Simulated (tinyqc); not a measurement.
# Worked calculation: trench capacitor in an array: capacitance, non-linearity, leakage and relaxation

Computed by the program tinyqc: `OMP_NUM_THREADS=1 python tinyqc.py 2102204 2102205 out.jsonl`, one thread of a shared Intel Xeon 2.30GHz, about 0.01 s for the whole run. Printed values are rounded.

A film between two metal electrodes, each interface adding a series capacitance ci. The small-signal permittivity is ek (1 + aq E^2); the field is found with the linear permittivity. Leakage J = J0 sinh(E/Ef). After a voltage step the film passes a relaxation current kr C V tt^(-nr), tt being the time in seconds. The sidewall is a coaxial capacitor with radii a = dm/2 - t and b = dm/2, depth AR dm; the end face is left out.

Values chosen for this exercise; permittivity of the order of that of titanium dioxide: relative permittivity of the film ek = 77.5; film thickness t = 9.2 nm; capacitance of each electrode interface (dead layer and screening) ci = 260 uF/cm^2; quadratic field coefficient of the permittivity aq = 0.033 cm^2/MV^2; bias V = 2.1 V; leakage prefactor J0 = 5.1e-10 A/cm^2; field for an e-fold rise of the leakage Ef = 0.19 MV/cm; diameter of the hole dm = 89 nm; aspect ratio, depth over diameter AR = 20; pitch of the square array pt = 170 nm; resistivity of the inner electrode rho = 140 uohm cm.

Constants: eps0 = 8.8541878128e-14 F/cm where lengths are in cm. Results are converted to the units shown.

Range of the model: The field exceeds about 1.6 MV/cm, a sizeable part of the breakdown field expected for this permittivity.

## Planar capacitance, field and non-linearity

Planar film: Cf = eps0 ek/t, 1/C = 1/Cf + 2/ci, EOT = 3.9 eps0/C, effective permittivity C t/eps0, E = (V/t) C/Cf; quadratic coefficient [C(V)/C - 1]/V^2 with Cf (1 + aq E^2) in C(V).

Cf = 7.45869 uF/cm^2
C = 7.05397 uF/cm^2
EOT = 0.489530 nm
effective permittivity = 73.2947
E = 2.15875 MV/cm
quadratic coefficient = 32707.2 ppm/V^2
J = 2.19244e-5 A/cm^2

The interfaces take 5.43 % of the voltage.

## Cell capacitance, fields and time constant

Per length 1/c = ln(b/a)/(2 pi eps0 ek) + (1/a + 1/b)/(2 pi ci); cell capacitance c AR dm; per footprint over pt^2; fields c V/(2 pi eps0 ek r) at r = a and b; resistance of the inner electrode rho AR dm/(pi a^2); time constant R C/3 of the distributed line.

a = 35.3 nm
b = 44.5 nm
cell capacitance = 31.3228 fF
capacitance per footprint = 108.383 uF/cm^2
field at a = 2.42803 MV/cm
field at b = 1.92606 MV/cm
R = 0.636574 kohm
R C/3 = 6.64642 ps

The array gives 15.4 times the planar capacitance per footprint; curvature makes the field at the inner electrode 1.12 times the planar value.
